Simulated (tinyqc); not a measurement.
Inside a calculation. Method: UHF in the sto-3g basis, for BeH2, spin multiplicity 1. This run ends on a higher stationary point, not on the lowest solution. One step of it, computed by the program tinyqc.

Task: Iteration 1: diagonalisation and new density. A level shift of 0.5 hartree raises the virtual space: F + shift (S - S D(s) S), with D(s) the density of one spin. Diagonalise F' = X^T F X, C = X C', fill 3 alpha and 3 beta electrons from the bottom; D(s) = C_occ C_occ^T; the new density keeps 0.5 of the old one (damping). Each column has its largest component positive (the first on a tie).

F(alpha) (hartree), order 1Be 1s, 1Be 2s, 1Be 2px, 1Be 2py, 1Be 2pz, 2H 1s, 3H 1s:
$$\begin{pmatrix}
-3.890715 & -1.141364 & 0.002653 & 0.003722 & 0.002547 & -0.102717 & -0.085317 \\
-1.141364 & -0.385744 & 0.051601 & -0.017560 & -0.020286 & -0.175415 & -0.153291 \\
0.002653 & 0.051601 & 0.365338 & -0.206268 & 0.003527 & -0.039848 & 0.053525 \\
0.003722 & -0.017560 & -0.206268 & 0.177852 & -0.002261 & -0.143177 & 0.135394 \\
0.002547 & -0.020286 & 0.003527 & -0.002261 & 0.499529 & -0.010212 & -0.009197 \\
-0.102717 & -0.175415 & -0.039848 & -0.143177 & -0.010212 & -0.098381 & -0.006209 \\
-0.085317 & -0.153291 & 0.053525 & 0.135394 & -0.009197 & -0.006209 & -0.145715
\end{pmatrix}$$

F(beta) (hartree), order 1Be 1s, 1Be 2s, 1Be 2px, 1Be 2py, 1Be 2pz, 2H 1s, 3H 1s:
$$\begin{pmatrix}
-3.890715 & -1.141364 & -0.002653 & 0.003722 & 0.002547 & -0.102717 & -0.085317 \\
-1.141364 & -0.385744 & -0.051601 & -0.017560 & -0.020286 & -0.175415 & -0.153291 \\
-0.002653 & -0.051601 & 0.365338 & 0.206268 & -0.003527 & 0.039848 & -0.053525 \\
0.003722 & -0.017560 & 0.206268 & 0.177852 & -0.002261 & -0.143177 & 0.135394 \\
0.002547 & -0.020286 & -0.003527 & -0.002261 & 0.499529 & -0.010212 & -0.009197 \\
-0.102717 & -0.175415 & 0.039848 & -0.143177 & -0.010212 & -0.098381 & -0.006209 \\
-0.085317 & -0.153291 & -0.053525 & 0.135394 & -0.009197 & -0.006209 & -0.145715
\end{pmatrix}$$

X, order 1Be 1s, 1Be 2s, 1Be 2px, 1Be 2py, 1Be 2pz, 2H 1s, 3H 1s:
$$\begin{pmatrix}
1.027972 & -0.144271 & 0.000000 & -0.000857 & -0.000672 & 0.018743 & 0.017489 \\
-0.144271 & 1.086963 & 0.000000 & 0.007799 & 0.004660 & -0.155354 & -0.137444 \\
0.000000 & 0.000000 & 1.000000 & 0.000000 & 0.000000 & 0.000000 & 0.000000 \\
-0.000857 & 0.007799 & 0.000000 & 1.106508 & 0.000554 & -0.211430 & 0.192612 \\
-0.000672 & 0.004660 & 0.000000 & 0.000554 & 1.000360 & -0.011966 & -0.010762 \\
0.018743 & -0.155354 & 0.000000 & -0.211430 & -0.011966 & 1.090087 & -0.025856 \\
0.017489 & -0.137444 & 0.000000 & 0.192612 & -0.010762 & -0.025856 & 1.074600
\end{pmatrix}$$

D(alpha) at the start, order 1Be 1s, 1Be 2s, 1Be 2px, 1Be 2py, 1Be 2pz, 2H 1s, 3H 1s:
$$\begin{pmatrix}
1.072050 & -0.276955 & 0.026606 & -0.022255 & -0.018159 & 0.007626 & 0.006637 \\
-0.276955 & 1.059461 & -0.110422 & 0.091556 & 0.075142 & -0.013873 & -0.011353 \\
0.026606 & -0.110422 & 0.415016 & 0.497821 & -0.008345 & -0.022923 & 0.029227 \\
-0.022255 & 0.091556 & 0.497821 & 0.645882 & 0.005855 & -0.031823 & 0.034297 \\
-0.018159 & 0.075142 & -0.008345 & 0.005855 & 0.005332 & -0.000947 & -0.000835 \\
0.007626 & -0.013873 & -0.022923 & -0.031823 & -0.000947 & 0.001668 & -0.001530 \\
0.006637 & -0.011353 & 0.029227 & 0.034297 & -0.000835 & -0.001530 & 0.002085
\end{pmatrix}$$

D(beta) at the start, order 1Be 1s, 1Be 2s, 1Be 2px, 1Be 2py, 1Be 2pz, 2H 1s, 3H 1s:
$$\begin{pmatrix}
1.072050 & -0.276955 & -0.026606 & -0.022255 & -0.018159 & 0.007626 & 0.006637 \\
-0.276955 & 1.059461 & 0.110422 & 0.091556 & 0.075142 & -0.013873 & -0.011353 \\
-0.026606 & 0.110422 & 0.415016 & -0.497821 & 0.008345 & 0.022923 & -0.029227 \\
-0.022255 & 0.091556 & -0.497821 & 0.645882 & 0.005855 & -0.031823 & 0.034297 \\
-0.018159 & 0.075142 & 0.008345 & 0.005855 & 0.005332 & -0.000947 & -0.000835 \\
0.007626 & -0.013873 & 0.022923 & -0.031823 & -0.000947 & 0.001668 & -0.001530 \\
0.006637 & -0.011353 & -0.029227 & 0.034297 & -0.000835 & -0.001530 & 0.002085
\end{pmatrix}$$

overlap S, order 1Be 1s, 1Be 2s, 1Be 2px, 1Be 2py, 1Be 2pz, 2H 1s, 3H 1s:
$$\begin{pmatrix}
1.000000 & 0.259517 & 0.000000 & 0.000000 & 0.000000 & 0.021860 & 0.018167 \\
0.259517 & 1.000000 & 0.000000 & 0.000000 & 0.000000 & 0.271443 & 0.247518 \\
0.000000 & 0.000000 & 1.000000 & 0.000000 & 0.000000 & 0.000000 & 0.000000 \\
0.000000 & 0.000000 & 0.000000 & 1.000000 & 0.000000 & 0.354489 & -0.328372 \\
0.000000 & 0.000000 & 0.000000 & 0.000000 & 1.000000 & 0.021525 & 0.019953 \\
0.021860 & 0.271443 & 0.000000 & 0.354489 & 0.021525 & 1.000000 & 0.002903 \\
0.018167 & 0.247518 & 0.000000 & -0.328372 & 0.019953 & 0.002903 & 1.000000
\end{pmatrix}$$

Give: F' = X^T F X; orbital energies; coefficients C; F' = X^T F X; orbital energies; coefficients C; D(alpha) after iteration 1; D(beta) after iteration 1.

Result:

F' = X^T F X (alpha) (hartree):
$$\begin{pmatrix}
-3.7860 & -0.6481 & -0.0103 & 0.0098 & 0.0078 & 0.0202 & 0.0218 \\
-0.6481 & -0.0598 & 0.1052 & -0.0484 & -0.0488 & -0.2196 & -0.1742 \\
-0.0103 & 0.1052 & 0.6578 & -0.4457 & 0.0077 & -0.0362 & 0.0467 \\
0.0098 & -0.0484 & -0.4457 & 0.5415 & -0.0042 & -0.2548 & 0.2161 \\
0.0078 & -0.0488 & 0.0077 & -0.0042 & 0.9976 & -0.0184 & -0.0156 \\
0.0202 & -0.2196 & -0.0362 & -0.2548 & -0.0184 & 0.4911 & -0.0288 \\
0.0218 & -0.1742 & 0.0467 & 0.2161 & -0.0156 & -0.0288 & 0.4255
\end{pmatrix}$$

orbital energies (alpha) (hartree): MO1 -3.8956, MO2 -0.1134, MO3 -0.0231, MO4 0.5309, MO5 0.6532, MO6 1.0003, MO7 1.1154

coefficients C (alpha), order 1Be 1s, 1Be 2s, 1Be 2px, 1Be 2py, 1Be 2pz, 2H 1s, 3H 1s:
$$\begin{pmatrix}
0.9896 & -0.2667 & -0.0077 & 0.1166 & 0.1157 & 0.0137 & 0.0244 \\
0.0384 & 0.8705 & 0.0248 & -0.4923 & -0.4850 & -0.0430 & -0.0786 \\
-0.0017 & -0.1113 & 0.4972 & 0.3581 & -0.4312 & -0.0100 & -0.6528 \\
-0.0004 & 0.0181 & 0.6261 & 0.2409 & -0.3679 & 0.0197 & 0.8486 \\
0.0002 & 0.0468 & 0.0016 & -0.0163 & -0.0112 & 0.9989 & -0.0236 \\
-0.0033 & 0.2186 & 0.2635 & 0.1865 & 0.9798 & -0.0313 & -0.3811 \\
-0.0039 & 0.2031 & -0.2594 & 0.9791 & -0.0955 & -0.0080 & 0.3681
\end{pmatrix}$$

F' = X^T F X (beta) (hartree):
$$\begin{pmatrix}
-3.7860 & -0.6481 & 0.0103 & 0.0098 & 0.0078 & 0.0202 & 0.0218 \\
-0.6481 & -0.0598 & -0.1052 & -0.0484 & -0.0488 & -0.2196 & -0.1742 \\
0.0103 & -0.1052 & 0.6578 & 0.4457 & -0.0077 & 0.0362 & -0.0467 \\
0.0098 & -0.0484 & 0.4457 & 0.5415 & -0.0042 & -0.2548 & 0.2161 \\
0.0078 & -0.0488 & -0.0077 & -0.0042 & 0.9976 & -0.0184 & -0.0156 \\
0.0202 & -0.2196 & 0.0362 & -0.2548 & -0.0184 & 0.4911 & -0.0288 \\
0.0218 & -0.1742 & -0.0467 & 0.2161 & -0.0156 & -0.0288 & 0.4255
\end{pmatrix}$$

orbital energies (beta) (hartree): MO1 -3.8956, MO2 -0.1134, MO3 -0.0231, MO4 0.5309, MO5 0.6532, MO6 1.0003, MO7 1.1154

coefficients C (beta), order 1Be 1s, 1Be 2s, 1Be 2px, 1Be 2py, 1Be 2pz, 2H 1s, 3H 1s:
$$\begin{pmatrix}
0.9896 & -0.2667 & -0.0077 & 0.1166 & 0.1157 & 0.0137 & 0.0244 \\
0.0384 & 0.8705 & 0.0248 & -0.4923 & -0.4850 & -0.0430 & -0.0786 \\
0.0017 & 0.1113 & -0.4972 & -0.3581 & 0.4312 & 0.0100 & 0.6528 \\
-0.0004 & 0.0181 & 0.6261 & 0.2409 & -0.3679 & 0.0197 & 0.8486 \\
0.0002 & 0.0468 & 0.0016 & -0.0163 & -0.0112 & 0.9989 & -0.0236 \\
-0.0033 & 0.2186 & 0.2635 & 0.1865 & 0.9798 & -0.0313 & -0.3811 \\
-0.0039 & 0.2031 & -0.2594 & 0.9791 & -0.0955 & -0.0080 & 0.3681
\end{pmatrix}$$

D(alpha) after iteration 1, order 1Be 1s, 1Be 2s, 1Be 2px, 1Be 2py, 1Be 2pz, 2H 1s, 3H 1s:
$$\begin{pmatrix}
1.0612 & -0.2357 & 0.0254 & -0.0162 & -0.0152 & -0.0280 & -0.0247 \\
-0.2357 & 0.9096 & -0.0975 & 0.0614 & 0.0580 & 0.0914 & 0.0794 \\
0.0254 & -0.0975 & 0.3373 & 0.4035 & -0.0064 & 0.0419 & -0.0612 \\
-0.0162 & 0.0614 & 0.4035 & 0.5191 & 0.0038 & 0.0685 & -0.0622 \\
-0.0152 & 0.0580 & -0.0064 & 0.0038 & 0.0038 & 0.0048 & 0.0041 \\
-0.0280 & 0.0914 & 0.0419 & 0.0685 & 0.0048 & 0.0594 & -0.0127 \\
-0.0247 & 0.0794 & -0.0612 & -0.0622 & 0.0041 & -0.0127 & 0.0553
\end{pmatrix}$$

D(beta) after iteration 1, order 1Be 1s, 1Be 2s, 1Be 2px, 1Be 2py, 1Be 2pz, 2H 1s, 3H 1s:
$$\begin{pmatrix}
1.0612 & -0.2357 & -0.0254 & -0.0162 & -0.0152 & -0.0280 & -0.0247 \\
-0.2357 & 0.9096 & 0.0975 & 0.0614 & 0.0580 & 0.0914 & 0.0794 \\
-0.0254 & 0.0975 & 0.3373 & -0.4035 & 0.0064 & -0.0419 & 0.0612 \\
-0.0162 & 0.0614 & -0.4035 & 0.5191 & 0.0038 & 0.0685 & -0.0622 \\
-0.0152 & 0.0580 & 0.0064 & 0.0038 & 0.0038 & 0.0048 & 0.0041 \\
-0.0280 & 0.0914 & -0.0419 & 0.0685 & 0.0048 & 0.0594 & -0.0127 \\
-0.0247 & 0.0794 & 0.0612 & -0.0622 & 0.0041 & -0.0127 & 0.0553
\end{pmatrix}$$
